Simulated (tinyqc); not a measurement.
Three surfaces against bond counting: Gupta-type many-body potential for a metal. Computed by tinyqc, a small Python program. Command: `OMP_NUM_THREADS=1 python tinyqc.py 3016125 3016126 out.jsonl gupta walk`. One thread of a shared host (Intel(R) Xeon(R) Processor @ 2.30GHz), about 0.01 s of CPU time with the checks.

E_i = sum_j A exp(-p (r_ij/r0 - 1)) - xi rho_i^gamma, with rho_i = sum_j exp(-2 q (r_ij/r0 - 1)); gamma = 1/2 is the tight-binding second-moment form. The crystal is fcc unless stated; d is the neighbour distance and a fixed number of shells is kept.

Inputs (values chosen for the exercise, modelled on aluminium):
```
quantity                  value      unit
repulsion A               0.117        eV
hopping xi                 1.29        eV
decay p                    8.53         -
decay q                    2.53         -
reference distance r0     2.864  angstrom
shells kept                   3         -
embedding exponent gamma    0.5         -
```

Constants: 1 eV/angstrom^3 = 160.2176634 GPa; 1 eV/angstrom^2 = 16.02176634 J/m^2.

Method:
- fcc shells: d sqrt(k), k = 1..5, with 12, 6, 24, 12, 24 atoms; Omega = d^3/sqrt2.
- Equilibrium: dE/dd = 0; B = d^2 E''(d)/(9 Omega).
- Cut the crystal without relaxation; an atom in layer l keeps the neighbours that lie below the surface plane. Excess = E_i + E_c. Surface energy = sum of excesses over the layers, divided by the area per surface atom: (sqrt3/2) d^2 for (111), d^2 for (100), sqrt2 d^2 for (110).
- Bond counting with pair bonds charges E_c/12 for each missing nearest neighbour: 3, 4 and 6 per surface cell.

neighbour distance d = 2.85329 angstrom

cohesive energy E_c = 3.28014 eV

Surfaces:
```
face   missing bonds  excess (eV)  bond counting (eV)    ratio  surface energy (J/m^2)
(111)              3      0.32871              0.8200  0.40085                 0.74698
(100)              4      0.41355              1.0934  0.37823                 0.81385
(110)              6      0.63932              1.6401  0.38981                 0.88965
```

What follows from these numbers?

The order of surface energies is (111) < (100) < (110), with (110)/(111) = 1.191 against 1.225 from counting first-neighbour bonds. The excess is 0.38 to 0.40 of the bond-counting value: atoms with fewer neighbours have stronger bonds. Further shells enter the excess but not the count. Caution: relaxation, left out here, lowers surface energies. Caution: fitted second-moment potentials usually give surface energies well below measured ones.
